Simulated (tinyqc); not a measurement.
Polycrystalline film, grain-boundary barriers (Seto model): one step of the calculation.

One-dimensional grains of size Lg with donors N; each boundary has Qt acceptor-like traps per area at one level Et below the band edge. Trapped electrons qt deplete a width w = qt/N (both sides together) and raise a barrier Vb = q N w^2/(8 eps0 eps_r). Current crosses the barriers by thermionic emission at small bias. Abrupt depletion, full ionisation, Boltzmann statistics.

Problem. Critical doping and limits of the barrier. N* = Qt/Lg; fully depleted grains have Vb = q N Lg^2/(8 eps0 eps_r), filled traps Vb = q Qt^2/(8 eps0 eps_r N); the true barrier cannot exceed the smaller.

Values chosen for this exercise; values close to those of polycrystalline silicon:
- eps_r = 11.7 (relative permittivity of the semiconductor)
- Lg = 50 nm (grain size)
- Qt = 2.8e12 cm^-2 (trap density at a boundary)
- N = 2.4e18 cm^-3 (donor density)

Constants: q = 1.602176634e-19 C, eps0 = 8.8541878128e-14 F/cm where lengths are in cm. Results are converted to the units shown.

Find: N*; Vb, fully depleted; Vb, traps filled.

Solution.

N* = 5.6000e17 cm^-3
Vb, fully depleted = 1.1599 V
Vb, traps filled = 0.063153 V

Program tinyqc, `OMP_NUM_THREADS=1 python tinyqc.py 2610018 2610019 out.jsonl`; Intel Xeon 2.30GHz, shared host, one thread, about 0.01 s.
